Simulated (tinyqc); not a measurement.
Trap density and cross-section from the conductance peak.

Inverse problem. For a continuum of interface traps on an n-type substrate Gp/w peaks at 2 pi f tau = 1.9803 with the height 0.40237 q Dit, and tau = 1/(sn vth Nd exp(psi/Vt)) with psi = ps. Find Dit, tau and sn.

Parameters, values chosen for the exercise:
- T = 350 K (temperature)
- Nd = 1.3e17 cm^-3 (donor density)
- ps = -0.196 V (band bending psi)
- vth = 2.5e7 cm/s (thermal velocity)

Constants: q = 1.602176634e-19 C, kB = 1.380649e-23 J/K, Vt = kB T/q. Results are converted to the units shown.

peak Gp/w = 83.806816 nF/cm^2
frequency of the peak = 3.5472070e5 Hz

Answer. The height gives Dit, the position tau, and tau with the surface density gives sn.

Dit = 1.300e12 cm^-2 eV^-1
tau = 8.885e-7 s
sn = 2.300e-16 cm^2

Program tinyqc, `OMP_NUM_THREADS=1 python tinyqc.py 2030018 2030019 out.jsonl`; Intel Xeon 2.30GHz, shared host, one thread, about 0.01 s.
